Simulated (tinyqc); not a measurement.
## Vertical double-diffused power MOSFET, components of the on-resistance: On-resistance against the gap between neighbouring p bodies

Stripe cells of pitch Wp + a, two channels a cell. Current flows through the channels, spreads in the accumulation layer, passes the gap between the p bodies and spreads at 45 degrees into the drift layer below them. Low drain voltage, full ionisation.

Triangular field at breakdown with Ec = Kc N^(1/8): BV = eps0 eps_r Ec^2/(2 q N), so N = (eps0 eps_r Kc^2/(2 q BV))^(4/3); W = 2 BV/Ec; mu = mud (T/300 K)^(-bt); rho = 1/(q mu N); ideal resistance rho W. Pitch p = Wp + a, Cox = 3.9 eps0/tox; zero-bias depletion in the gap w0 = sqrt(2 eps0 eps_r Vbi/(q N Nj)), open gap g = a - 2 w0; R_ch = Lc p/(2 mch Cox Vov); R_acc = 0.6 a p/(4 mac Cox Vov), 0.6 being an empirical factor for current leaving the layer along its length; R_gap = (rho/Nj) xp p/g; spreading depth t = min(W, (p - g)/2); R_drift = (rho p/2) ln((g + 2 t)/g) + rho (W - t); R_on = the sum with Rs.

Parameters, values chosen for the exercise; bulk values close to those of silicon:
- T = 300 K (temperature)
- eps_r = 11.9 (relative permittivity)
- Kc = 4000 V/cm per (cm^-3)^(1/8) (critical-field constant)
- BV = 100 V (rated breakdown voltage of the drift layer)
- mud = 1250 cm^2/(V s) (drift mobility at 300 K)
- bt = 2.5 (temperature exponent of the drift mobility)
- tox = 48 nm (gate oxide thickness (eps_r 3.9))
- Vov = 5 V (gate overdrive)
- mch = 320 cm^2/(V s) (channel mobility)
- mac = 880 cm^2/(V s) (accumulation-layer mobility)
- Lc = 0.7 um (channel length)
- Wp = 2.4 um (width of the p body in one cell, channels included)
- xp = 1.7 um (depth of the p body)
- Nj = 3 (doping of the gap over the drift doping)
- Vbi = 0.784 V (built-in voltage of the body junction)
- Rs = 0.24 mohm cm^2 (substrate and contact resistance)

Constants: q = 1.602176634e-19 C, eps0 = 8.8541878128e-14 F/cm where lengths are in cm. Results are converted to the units shown.

The same in every row: ideal (mohm cm^2) = 0.6542.

Result of one run:

| R_ch (mohm cm^2) | R_acc (mohm cm^2) | R_gap (mohm cm^2) | R_drift (mohm cm^2) | R_on (mohm cm^2) | largest term |
|---|---|---|---|---|---|
| 0.2737 | 0.2815 | 0.09942 | 0.6915 | 1.586 | drift |

Which gap between neighbouring p bodies a gave this result: 1.5, 2.1, 4.5, 6.6 or 14 um?

a = 6.6 um.

The whole series:

| a (um) | R_ch (mohm cm^2) | R_acc (mohm cm^2) | R_gap (mohm cm^2) | R_drift (mohm cm^2) | R_on (mohm cm^2) | largest term |
|---|---|---|---|---|---|---|
| 0.68 | 0.09365 | 0.009925 | 1.848 | 1.081 | 3.273 | gap |
| 1 | 0.1034 | 0.01611 | 0.5255 | 0.8925 | 1.777 | drift |
| 1.5 | 0.1186 | 0.02772 | 0.2791 | 0.8081 | 1.473 | drift |
| 2.1 | 0.1368 | 0.04478 | 0.1958 | 0.7649 | 1.382 | drift |
| 3.1 | 0.1672 | 0.08080 | 0.1448 | 0.7306 | 1.363 | drift |
| 4.5 | 0.2098 | 0.1471 | 0.1169 | 0.7079 | 1.422 | drift |
| 6.6 | 0.2737 | 0.2815 | 0.09942 | 0.6915 | 1.586 | drift |
| 9.6 | 0.3649 | 0.5459 | 0.08852 | 0.6802 | 1.920 | drift |
| 14 | 0.4987 | 1.088 | 0.08135 | 0.6722 | 2.580 | accumulation |

R_on goes from 3.27 through a minimum of 1.36 (at a = 3.1 among the rows listed) to 2.58 mohm cm^2. The gap term is the largest at a = 0.68, the drift term from 1, the accumulation term from 14 on. R_on is 5.00 times the ideal drift resistance in the first row and 3.94 times in the last. A narrow gap chokes the current while a wide one lengthens the pitch and so dilutes the channels, which gives the minimum.

Computed by the program tinyqc: `OMP_NUM_THREADS=1 python tinyqc.py 2230135 2230136 out.jsonl`, one thread of a shared Intel Xeon 2.30GHz, about 0.01 s for the whole run.
